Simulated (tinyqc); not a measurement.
Printed widths: electron-beam lithography: double-Gaussian proximity function, edge placement and dose correction for parallel lines. Computed by tinyqc, a small Python program. Command: `OMP_NUM_THREADS=1 python tinyqc.py 3110984 3110985 out.jsonl proximity walk`. One thread of a shared host (Intel(R) Xeon(R) Processor @ 2.30GHz), about 0.01 s of CPU time with the checks.

Lines are infinitely long. Absorbed energy is counted so that the middle of a very large area written at dose 1 receives 1; the resist develops where it exceeds 1/2.

Inputs (values chosen for the exercise, of the order of those for 10 keV electrons in resist on silicon): forward range alpha = 0.025 micrometre; backscatter range beta = 1.2 micrometre; backscatter ratio eta = 0.51.

line widths (micrometre): 0.62  0.1  0.032  0.083

gaps between the lines (micrometre): 0.085  0.13  0.22

Method:
- The first line starts at x = 0; each next one starts after the width and the gap.
- f(r) = [exp(-r^2/alpha^2)/alpha^2 + eta exp(-r^2/beta^2)/beta^2]/(pi (1 + eta)). A line from a to b at dose d gives E(x) = d [S(alpha) + eta S(beta)]/(1 + eta), S(s) = [erf((b - x)/s) - erf((a - x)/s)]/2.
- M_ij is the mean of E at the two edges of line i from line j at dose 1.
- Uncorrected edge energies are M 1. Solve M d = 1/2 for the doses d that put the mean edge energy of every line at the threshold.
- Edges are the roots of E(x) = 1/2 between a line centre and the middle of the next gap. Three cases: dose 1 everywhere; one common dose equal to the mean of d; the corrected doses.

Lines (micrometre):

| line | left edge | right edge | centre |
|---|---|---|---|
| 1 | 0.000 | 0.620 | 0.3100 |
| 2 | 0.705 | 0.805 | 0.7550 |
| 3 | 0.935 | 0.967 | 0.9510 |
| 4 | 1.187 | 1.270 | 1.2285 |

corrected doses: 1 1.11938, 2 1.11208, 3 1.23228, 4 1.21241

Width error, printed less drawn (nm):

| line | drawn width (nm) | dose 1 | mean dose | corrected |
|---|---|---|---|---|
| 1 | 620 | -7.289 | 2.4151 | 0.001125 |
| 2 | 100 | -7.068 | 2.6523 | 0.000737 |
| 3 | 32 | -17.304 | -2.2806 | 0.000550 |
| 4 | 83 | -11.201 | -1.3413 | 0.001922 |

What follows from these numbers?

With the common mean dose the errors span 4.9 nm. With corrected doses the largest error is below 0.01 nm.

Extremes, crossings and ranges named in words are read from the listed rows.
